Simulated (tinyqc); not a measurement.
# Charge neutrality of a doped semiconductor with incomplete ionisation, step by step

A worked calculation. Computed by tinyqc, a small Python program that keeps every step. Command: `OMP_NUM_THREADS=1 python tinyqc.py 3019021 3019022 out.jsonl dopant walk`. One thread of a shared host (Intel(R) Xeon(R) Processor @ 2.30GHz), about 0.03 s of CPU time with the checks. Intermediate numbers are printed to about 6 digits and carried at full precision; extremes and crossings named in words are read from the listed rows.

Energies are counted from the top of the valence band; E_D is measured down from the conduction band and E_A up from the valence band.

Inputs (values chosen for the exercise, modelled on CdS):

| quantity | value | unit |
|---|---|---|
| gap at 0 K E_g0 | 2.59 | eV |
| Varshni alpha | 0.000404 | eV/K |
| Varshni beta | 220 | K |
| electron mass m_e | 0.194 | m_0 |
| valleys M_c | 1 | - |
| hole mass m_h | 0.775 | m_0 |
| donor density N_D | 1.2e+18 | cm^-3 |
| acceptor density N_A | 3.9e+16 | cm^-3 |
| donor depth E_D | 0.0334 | eV |
| acceptor depth E_A | 0.177 | eV |
| donor degeneracy g_D | 2 | - |
| acceptor degeneracy g_A | 4 | - |
| static dielectric constant eps_s | 8.88 | - |
| temperature T | 600 | K |
| iteration cap | 60 | - |

Doping: n-type, compensated. Statistics of the bands: Fermi-Dirac. Solver: bisection. Start of Newton steps: 0.25 eV inside the majority band.

ratios u of density to N: 0.0093  0.032  0.11  0.39  1.4  4.7  16

Constants: m_0 = 9.1093837015e-31 kg; k_B = 1.380649e-23 J/K; h = 6.62607015e-34 J s; k_B = 8.617333262e-05 eV/K.

## Gap and effective densities of states

E_g = E_g0 - alpha T^2/(T + beta). N_c = 2 M_c (2 pi m_e k_B T/h^2)^(3/2) and N_v = 2 (2 pi m_h k_B T/h^2)^(3/2), masses in units of m_0. n_i = sqrt(N_c N_v) exp(-E_g/(2 k_B T)); E_i = E_g/2 + (k_B T/2) ln(N_v/N_c).

gap E_g = 2.41263 eV

N_c = 6.06484e+18 cm^-3

N_v = 4.84250e+19 cm^-3

k_B T = 0.0517040 eV

intrinsic density n_i = 1.26278e+09 cm^-3

intrinsic level E_i = 1.26002 eV

## Charges at trial Fermi levels

n = N_c F_1/2((E_F - E_g)/k_B T), p = N_v F_1/2(-E_F/k_B T). F_1/2(eta) = (2/sqrt(pi)) int_0^infinity sqrt(x)/(1 + exp(x - eta)) dx, by the trapezoid rule in t = sqrt(x) with step 0.02 up to t = 12 (for eta < -12 by exp(eta) - exp(2 eta)/2^(3/2)). N_D+ = N_D/(1 + g_D exp((E_F - E_g + E_D)/k_B T)). N_A- = N_A/(1 + g_A exp((E_A - E_F)/k_B T)). Neutrality: p + N_D+ = n + N_A-; the log ratio is ln[(p + N_D+)/(n + N_A-)]. The last column is ln[(p + N_D+)/(n + N_A-)], which vanishes at neutrality; trial levels are the majority level plus multiples of k_B T, rounded to 0.1 meV.

Densities (cm^-3):

| E_F (eV) | n | p | N_D+ | N_A- | log ratio |
|---|---|---|---|---|---|
| 2.0690 | 7.87445e+15 | 2.02411e+02 | 1.19408e+18 | 3.90e+16 | 3.23766 |
| 2.2241 | 1.56760e+17 | 1.00798e+01 | 1.09137e+18 | 3.90e+16 | 1.71830 |
| 2.3275 | 1.09656e+18 | 1.36436e+00 | 6.91511e+17 | 3.90e+16 | -0.49600 |
| 2.4309 | 6.08531e+18 | 1.84675e-01 | 1.86551e+17 | 3.90e+16 | -3.49132 |
| 2.5343 | 2.04171e+19 | 2.49969e-02 | 2.91721e+16 | 3.90e+16 | -6.55282 |

The log ratio changes sign between 2.2241 and 2.3275 eV.

## Solving for the Fermi level

Bisection of the log ratio between E = -0.3 and E_g + 0.3 eV; stop when |log ratio| < 1e-9.

Course of the iteration:

| step | E_F (eV) | log ratio |
|---|---|---|
| 1 | 1.20632 | 3.42652e+00 |
| 2 | 1.95948 | 3.40192e+00 |
| 3 | 2.33605 | -7.19355e-01 |
| 4 | 2.14777 | 2.74922e+00 |
| 5 | 2.24191 | 1.40025e+00 |
| 6 | 2.28898 | 4.33203e-01 |
| 7 | 2.31252 | -1.19602e-01 |
| 8 | 2.30075 | 1.62684e-01 |
| 9 | 2.30663 | 2.30167e-02 |
| ... | ... | ... |
| 27 | 2.30759 | -3.90652e-07 |
| 28 | 2.30759 | -1.20527e-07 |
| 29 | 2.30759 | 1.45347e-08 |
| 30 | 2.30759 | -5.29964e-08 |
| 31 | 2.30759 | -1.92308e-08 |
| 32 | 2.30759 | -2.34807e-09 |
| 33 | 2.30759 | 6.09332e-09 |
| 34 | 2.30759 | 1.87262e-09 |
| 35 | 2.30759 | -2.37726e-10 |

Fermi level E_F (last iterate) = 2.30759 eV

converged (1 yes, 0 no) = 1

steps = 35

Converged in 35 steps.

## Densities at the solution

The formulas are those given above.

majority density n = 7.60818e+17 cm^-3

minority density p = 2.00514 cm^-3

ionised share of the donors = 0.666515

distance of E_F from the majority band edge = 0.105042 eV

n is 65.5 % of the net doping; n p / n_i^2 = 0.9567, below one because the majority band is degenerate. Caution: N^(1/3) a is above 0.2 for the radius a = e^2/(8 pi eps_0 eps_s E) of the dopant: near the Mott value, 0.26, the level broadens, and above it the level has merged with the band and all dopants are ionised, so such results of a fixed depth are only formal.

## The closed form for the extrinsic range

With Boltzmann statistics, no holes and every acceptor ionised, n (n + N_A) = n1 (N_D - N_A - n) with n1 = (N_c/g_D) exp(-E_D/k_B T). Take the positive root.

n1 = 1.58943e+18 cm^-3

n from the quadratic = 7.69538e+17 cm^-3

Against the full solution, 7.6082e17 cm^-3, the quadratic is off by 1.1 %, since the band is partly degenerate.

## Carrier density against temperature

Neutrality is solved by bisection at each T. The last column is -k_B d ln(n T^-3/2)/d(1/T) from this row and the one above; it turns negative as ionisation nears completion, when the density grows more slowly than that power of T.

Against temperature:

| T (K) | n (cm^-3) | E_F from the band edge (eV) | ionised share | activation energy (eV) |
|---|---|---|---|---|
| 14 | 3.04826e+05 | 0.030142 | 0.032500 | - |
| 18 | 2.08762e+08 | 0.029211 | 0.032500 | 0.0334000 |
| 24 | 6.99769e+10 | 0.027815 | 0.032500 | 0.0334000 |
| 35 | 1.97143e+13 | 0.025257 | 0.032516 | 0.0333960 |
| 55 | 2.05768e+15 | 0.020854 | 0.034215 | 0.0329280 |
| 86 | 2.91999e+16 | 0.017719 | 0.056833 | 0.0260609 |
| 130 | 1.06087e+17 | 0.018941 | 0.120906 | 0.0146771 |
| 190 | 2.27974e+17 | 0.024262 | 0.222478 | 0.0069436 |
| 300 | 4.29124e+17 | 0.039767 | 0.390103 | -0.0023497 |
| 600 | 7.60818e+17 | 0.105042 | 0.666515 | -0.0241495 |

Between the two coldest rows the activation energy is 0.0334 eV, 1.00 of the dopant depth: with compensation E_F is pinned at the level and the full depth shows. No row comes within 10 % of the net doping.

## Reduced Fermi level from a carrier density

For u = density/N of the majority band, eta solves F_1/2(eta) = u (bisection). Boltzmann: ln u. Joyce-Dixon: ln u + u/sqrt(8) - 4.95009e-3 u^2 + 1.48386e-4 u^3 - 4.42563e-6 u^4. Degenerate limit: (3 sqrt(pi) u/4)^(2/3). The last column is (eta - ln u) k_B T.

Eta by four rules:

| u | density (cm^-3) | exact | Boltzmann | Joyce-Dixon | degenerate | Boltzmann error (meV) |
|---|---|---|---|---|---|---|
| 0.0093 | 5.64030e+16 | -4.67445 | -4.67774 | -4.67445 | 0.05347 | 1.69983e-01 |
| 0.032 | 1.94075e+17 | -3.43071 | -3.44202 | -3.43071 | 0.12186 | 5.84702e-01 |
| 0.11 | 6.67133e+17 | -2.16844 | -2.20727 | -2.16844 | 0.27756 | 2.00773e+00 |
| 0.39 | 2.36529e+18 | -0.80447 | -0.94161 | -0.80447 | 0.64536 | 7.09077e+00 |
| 1.4 | 8.49078e+18 | 0.82214 | 0.33647 | 0.82213 | 1.51301 | 2.51107e+01 |
| 4.7 | 2.85048e+19 | 3.11338 | 1.54756 | 3.11316 | 3.39226 | 8.09592e+01 |
| 16 | 9.70375e+19 | 7.56631 | 2.77259 | 7.47997 | 7.67663 | 2.47854e+02 |

Boltzmann statistics place E_F within 1 meV of the exact value up to u = 0.0320 of those listed and miss by 248 meV at u = 16. Joyce-Dixon stays within 0.01 in eta up to u = 4.70; the degenerate limit is still 1.5 % high at the last u. Past u of about 10 the Joyce-Dixon series fails. A parabolic band is assumed throughout.

Checks made by the program: neutrality at the solution (relative difference 6e-10).
